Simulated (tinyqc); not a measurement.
# From level (0/-1) back to cell length L

Model: formation energy of a charged point defect from supercell energies. Computed by tinyqc, a small Python program. Command: `OMP_NUM_THREADS=1 python tinyqc.py 3001519 3001520 out.jsonl formation inv`. One thread of a shared host (Intel(R) Xeon(R) Processor @ 2.30GHz), about 0.01 s of CPU time with the checks.

The host is a compound AB. Making the defect adds n_A = 0, n_B = -1 atoms to the cell. All total energies are inputs. E_F is counted from the valence-band maximum (VBM); x = 0 is A-rich and x = 1 B-rich growth.

Inputs (values chosen for the exercise, for a model compound AB):
```
quantity                      value  unit
E_VBM of the host cell        6.485    eV
potential alignment dV        -0.12    eV
dielectric constant eps        8.76     -
mu_B of the pure element     -4.378    eV
formation enthalpy dH of AB   -3.26    eV
growth condition x              0.6     -
```

Defect: vacancy of B. Supercell lattice: bcc.

charge states q: 1  0  -1

E(defect, q) - E(host), in the order of q (eV): 0.615  9.613  19.038

Constants: e^2/(4 pi eps_0) = 14.39964548 eV angstrom.

Method:
- dmu_A = x dH and dmu_B = (1 - x) dH, so that dmu_A + dmu_B = dH; mu = mu(element) + dmu.
- The reservoir term is sum n_i mu_i.
- Image-charge correction of a point charge in a neutralising background: E_corr = q^2 alpha e^2/(4 pi eps_0) / (2 eps L), alpha = 2.888462 for a bcc array with L the cube root of the volume.
- E_f(q, E_F) = [E(defect, q) - E(host)] - sum n_i mu_i + q (E_VBM + dV + E_F) + E_corr(q).
- eps(q/q-1) = E_f(q - 1, 0) - E_f(q, 0).

Question. A run gave the result below. Find the cell length L, known to lie between 13 and 29 angstrom.

level (0/-1) = 3.170832 eV

Answer.

Each step takes the trial c = (a f_b - b f_a)/(f_b - f_a), f being the result less the target and a, b, c the logarithms of the listed values; c replaces end b, the old b replaces a if the sign of f changed, and otherwise f_a is halved.

Scan of the range:
```
cell length L (angstrom)  level (0/-1) (eV)
13.0                                3.24262
14.9                                3.21933
17.0                                3.19965
19.4                                3.18237
22.2                                3.16694
25.4                                3.15347
29.0                                3.14186
```

False position (Illinois rule, in the logarithm of the input) inside the bracket:
```
step    end a    end b    trial  level (0/-1) (eV)
1     19.4000  22.2000  21.4576            3.17064
2     19.4000  21.4576  21.3873            3.17100
3     21.4576  21.3873  21.4200            3.17083
4     21.3873  21.4200  21.4200            3.17083
```

Level (0/-1) falls at every point of a 13-point scan of the range (every second point is shown), so one value fits; it is bracketed by 19.4 and 22.2. Answer: cell length L = 21.42 angstrom.
